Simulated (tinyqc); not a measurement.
Physical sputtering: collision-cascade yield, angular dependence, faceting and resputtering in deposition: one step, computed by the program tinyqc. Command: `OMP_NUM_THREADS=1 python tinyqc.py 3011179 3011180 out.jsonl sputter walk`. One thread of a shared host (Intel(R) Xeon(R) Processor @ 2.30GHz), about 0.01 s of CPU time with the checks.

Ions start collision cascades; atoms that reach the surface with more than U leave. The target is amorphous or fine-grained.

Task: Yield at normal incidence. gamma = 4 M1 M2/(M1 + M2)^2; threshold E_th = 6.7 U/gamma for M1 >= M2, else U (1 + 5.7 M1/M2)/gamma. eps = 0.03255 M2 E/(Z1 Z2 (M1 + M2) z), z = (Z1^(2/3) + Z2^(2/3))^(1/2), E in eV; s_n = 3.441 sqrt(eps) ln(eps + 2.718)/(1 + 6.355 sqrt(eps) + eps (6.882 sqrt(eps) - 1.708)); S_n = 84.78 Z1 Z2 M1 s_n/((M1 + M2) z) in eV angstrom^2; alpha = 0.249 (M2/M1)^0.56 + 0.0035 (M2/M1)^1.5 for M1 <= M2, else 0.0875 (M2/M1)^(-0.15) + 0.165 M2/M1; Y0 = 0.042 Q alpha S_n/U [1 - sqrt(E_th/E)]^2.5 (the electronic-loss factor of the full formula is dropped). Erosion rate = Y0 J/(e N); 1 cm^2 = 1e14 nm^2.

Inputs (values chosen for the exercise, modelled on neon ions on titanium):

| quantity | value | unit |
|---|---|---|
| ion Z1 | 10 | - |
| ion mass M1 | 20.2 | u |
| target Z2 | 22 | - |
| target mass M2 | 47.9 | u |
| surface binding energy U | 4.85 | eV |
| target density N | 56.7 | 1/nm^3 |
| fit factor Q | 0.5 | - |
| ion energy E | 430 | eV |
| current density J | 0.18 | mA/cm^2 |

Constants: e = 1.602176634e-19 C.

Give: energy transfer factor gamma; threshold E_th; reduced energy eps; nuclear stopping S_n; alpha; yield Y0; erosion rate.

Result:

energy transfer factor gamma = 0.83455

threshold E_th = 19.781 eV

reduced energy eps = 0.012661

nuclear stopping S_n = 357.43 eV angstrom^2

alpha = 0.41660

yield Y0 = 0.35260 atoms per ion

erosion rate = 4.1919 nm/min

The threshold factor is 0.547; the energy cost is 1220 eV per removed atom, 251 times U.
